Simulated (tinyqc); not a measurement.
# Elastic trap-assisted tunnelling through a dielectric: what changes with what

Emitter at x = 0 (Fermi level 0), collector at x = t (Fermi level -V), band edge U(x) = phi - F x, F = V/t. A trap at x has the energy E = U(x) - Et. With G(u) = (4/(3 F)) sqrt(mo/C) max(u, 0)^1.5, C = hbar^2/(2 m0): S1 = G(phi - E) - G(Et), S2 = G(Et) - G(phi - V - E), T1,2 = exp(-S1,2). The steady rate through one trap is nu T1 T2 (f1 - f2)/(T1 + T2), f1 = f(E), f2 = f(E + V), f(y) = 1/(1 + exp(y/Vt)); both contacts offer states at E.

Parameters, values chosen for the exercise; dielectric values close to those of silicon dioxide: temperature T = 300 K; barrier above the emitter Fermi level phi = 3.18 eV; tunnelling mass mo = 0.48 m0; thickness t = 6.7 nm; trap depth below the band edge of the dielectric Et = 2.38 eV; trap density Nt = 1.3e18 cm^-3; attempt frequency nu = 1e13 1/s; voltage V = 2.63 V.

Constants: q = 1.602176634e-19 C, kB = 1.380649e-23 J/K, hbar = 1.054571817e-34 J s, m0 = 9.1093837015e-31 kg, Vt = kB T/q, hbar^2/(2 m0) = 0.0380998212 eV nm^2. Results are converted to the units shown.

Each table varies one quantity; the others keep the values above.

## Current against voltage

J = q Nt times the integral of the rate over x. Direct S = (4/(3 F)) sqrt(mo/C) [phi^1.5 - max(phi - V, 0)^1.5].

Current against voltage:
```
V (V)	J (A/cm^2)	x of the peak over t	larger S there	direct S
0.3	4.00e-23	0.494	36.8	82.8
0.97	1.11e-17	0.480	36.9	78.0
1.65	1.19e-12	0.464	36.6	72.6
2.32	2.06e-11	0.431	35.3	66.6
2.99	9.80e-11	0.404	34.0	59.3
3.67	3.86e-9	0.283	31.7	49.0
4.34	4.30e-7	0.235	26.8	41.4
5.01	1.35e-5	0.200	23.2	35.9
5.69	1.90e-4	0.174	20.5	31.6
6.36	0.00147	0.154	18.3	28.3
```

What does the comparison show?

J rises from 4.00e-23 to 0.00147 A/cm^2, by 8.12 decades a volt between the first two rows and 1.32 between the last two. The position of the peak falls from 0.494 to 0.154 of t; only traps beyond x/t = (phi - Et)/V lie below the emitter Fermi level, with phi - Et = 0.800 eV. It jumps from 0.404 to 0.283 between V = 2.99 and 3.67 V.

## Effect of the trap depth

Same model as above.

The same in every row: direct S = 63.5.

Effect of the trap depth:
```
Et (eV)	J (A/cm^2)	x of the peak over t	larger S there
1.43	1.43e-16	0.650	46.4
1.69	5.00e-14	0.551	40.6
1.95	2.10e-11	0.452	34.3
2.21	1.85e-10	0.411	33.1
2.46	1.78e-11	0.422	35.5
2.72	1.68e-12	0.432	37.7
2.98	1.94e-13	0.439	39.8
3.24	2.60e-14	0.444	41.7
3.5	3.91e-15	0.449	43.5
```

Read the table: what changes, and by how much?

J goes from 1.43e-16 through a maximum of 1.85e-10 (at Et = 2.21 eV among the rows listed) to 3.91e-15 A/cm^2. Shallow traps near the emitter lie above its Fermi level and stay empty, while deep traps face higher barriers, so a middle depth conducts best.

Range of the model: Phonon-assisted (inelastic) capture, chains of traps and a spread of trap depths are left out.

tinyqc, about 0.04 s, one thread, Intel Xeon 2.30GHz (shared host): `OMP_NUM_THREADS=1 python tinyqc.py 2370057 2370058 out.jsonl`
